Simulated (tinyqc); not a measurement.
An offset iteration that does not settle: band offset of a heterojunction with an interface dipole (two-band chains, self-consistent charge).

Sites alternate A, C. Left: A at -G1/2, C at +G1/2, hopping -t1; right: A at D - G2/2, C at D + G2/2, hopping -t2; the bonds across the two interfaces of a ring (C left to A right, C right to A left) have -sqrt(t1 t2). D is the offset of the mid-gaps, so Ev(right) - Ev(left) = D - (G2 - G1)/2 and Ec(right) - Ec(left) = D + (G2 - G1)/2. The closing bond has its sign reversed (antiperiodic ring). Half the levels are filled with two electrons each. The charge moved is q = (electrons on the left) less one a site; the mean over the two interfaces, q/2, is taken as the charge that crosses each, and its dipole opposes the offset: D = D0 - u q/2.

From here on the ring has 24 cells a side.

Inputs chosen for the exercise (gaps near those of Si and GaP; the chains and D0 are free models, so the offsets are not those of the real pair; the results hold for these values, not for the real material):
- G1 = 1.13 eV (gap on the left)
- G2 = 2.25 eV (gap on the right)
- t1 = 1.96 eV (hopping on the left)
- t2 = 2.38 eV (hopping on the right)
- D0 = 0.46 eV (mid-gap of the right side above that of the left, without dipole)
- u = 9 eV (potential step per electron moved across)
- mx = 1 (mixing)

Start at D = D0; D(out) = D0 - u q(D)/2; D(new) = D + mx (D(out) - D); stop when |D(out) - D| < 1e-7 eV, after 60 steps, or above 50 eV.

Iterations:
```
i    D (eV)         q  D(out) (eV)  D(out) - D
0   0.46000   0.14844     -0.20800      -0.668
1  -0.20800  -0.06626      0.75819       0.966
2   0.75819   0.25164     -0.67240       -1.43
3  -0.67240  -0.22105      1.45471        2.13
4   1.45471   0.55250     -2.02627       -3.48
5  -2.02627  -3.64801     16.87604        18.9
6  16.87604  47.92870   -215.21917        -232
```

Can the last value be used, and what is the cause?

No: the swings grow until D enters the broken-gap range, where whole electrons cross, and the run is stopped at i = 6; the sign of D(out) - D alternates. Near the solution the error is multiplied by 1 - mx (1 + u chi/2) a step, with chi = dq/dD = 0.3201 1/eV, that is -1.44. A rerun with mx = 0.41, near 1/(1 + u chi/2), converges in 3 steps to D = 0.1891 eV.

(tinyqc, `OMP_NUM_THREADS=1 python tinyqc.py 1450308 1450309 out.jsonl`, Intel(R) Xeon(R) Processor @ 2.30GHz, 1 thread, shared host, about 0.3 s.)
